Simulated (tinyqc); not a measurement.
# Permeation of metal atoms or ions through a thin barrier or dielectric: time lag, field-aided drift and lifetime, step by step

A worked calculation. Computed by tinyqc, a small Python program that keeps every step. Command: `OMP_NUM_THREADS=1 python tinyqc.py 3017652 3017653 out.jsonl barrier walk`. One thread of a shared host (Intel(R) Xeon(R) Processor @ 2.30GHz), about 0.01 s of CPU time with the checks. Intermediate numbers are printed to about 6 digits and carried at full precision; extremes and crossings named in words are read from the listed rows.

The film 0 < x < d is empty at first; C = C0 at x = 0 and C = 0 at x = d. dC/dt = D d2C/dx2 - v dC/dx with drift v = D z e V/(k_B T d) (uniform field, no space charge).

Inputs (values chosen for the exercise, for a model case: singly charged ions through a dielectric):
```
quantity                                   value    unit
thickness d                                   25      nm
prefactor D0                               3e-07  cm^2/s
activation energy E                        0.834      eV
concentration at the source side C0      1.6e+15  1/cm^3
charge number z                                1       -
voltage V (positive drives ions across)    -0.33       V
critical dose Q_c                          4e+07  1/cm^2
test temperature T                           275       C
use temperature T_u                           85       C
time in units of d^2/D, s                   0.21       -
```

Constants: k_B = 8.617333262e-05 eV/K.

## Scales

D = D0 exp(-E/(k_B T)); time scale d^2/D; Peclet number P = z V/(k_B T), k_B T in eV; 1 nm = 1e-7 cm. Temperatures in kelvin are T(C) + 273.15.

diffusivity D = 6.44455e-15 cm^2/s

time scale d^2/D = 969.811 s

Peclet number P = -6.98621

## Steady flux and time lag

Steady flux J = (D C0/d) P/(1 - exp(-P)); time lag in units of d^2/D: s_L = [P (1 + exp(-P))/(1 - exp(-P)) - 2]/P^2 (P = 0: J = D C0/d, s_L = 1/6).

flux relative to D C0/d = 0.00646504

steady flux J = 26665.1 1/(cm^2 s)

time lag s_L = 0.102426

time lag = 99.3343 s

The field opposes the ions and cuts the flux; the lag is the same as for the opposite sign.

## Dose at time s

Dose through the film Q(s) = C0 d {f (s - s_L) - 2 exp(P/2) sum_(n=1..200) (-1)^n n^2 pi^2 exp(-l_n s)/l_n^2}, l_n = n^2 pi^2 + P^2/4, f = P/(1 - exp(-P)) the relative flux.

Q/(C0 d) = 7.07408e-04

dose Q = 2.82963e+06 1/cm^2

time = 203.660 s

## Time to the critical dose

Solve Q = Q_c for s. At the use temperature D and P take T_u, with the same C0 and V; 1 year = 3.15576e7 s.

s at the critical dose = 1.64921

failure time at T = 1599.42 s

failure time at T_u = 14.8192 years

Failure comes long after the lag, in steady flow: t is near Q_c/J. Caution: grain boundaries, pinholes, trapping and space charge are left out; thin real barriers usually fail at defects.

## Approach to the steady line

Short-time form for P = 0: Q/(C0 d) = 4 sqrt(s) ierfc(1/(2 sqrt(s))), ierfc(y) = exp(-y^2)/sqrt(pi) - y erfc(y).

Q/(C0 d):
```
s          series  steady line f (s - s_L)  series without field  short-time form, no field
0.03  1.08905e-07              -0.00046824           4.84192e-06                4.84192e-06
0.05  5.20045e-06              -0.00033894           2.69342e-04                2.69342e-04
0.08  5.15461e-05              -0.00014499           3.20662e-03                3.20662e-03
0.12  1.98967e-04               0.00011361           1.48873e-02                1.48873e-02
0.20  6.45700e-04               0.00063082           6.14638e-02                6.14632e-02
0.30  1.27896e-03               0.00127732           1.43824e-01                1.43786e-01
0.50  2.57035e-03               0.00257033           3.34791e-01                3.33262e-01
0.80  4.50984e-03               0.00450984           6.33409e-01                6.18380e-01
1.20  7.09585e-03               0.00709585           1.03333e+00                9.70022e-01
```

The dose lies above the steady line at all times and, among these rows, is within 1 % of it from s = 0.3 on (the lag is s_L = 0.102); for a known P the intercept of that line gives D and its slope D C0. The field changes the dose by a factor 0.0225 in the first row and 0.00687 in the last; at short times the factor tends to exp(P/2) = 0.0304.

Checks made by the program: series against a 300-cell finite-difference solution (relative difference 3e-04).
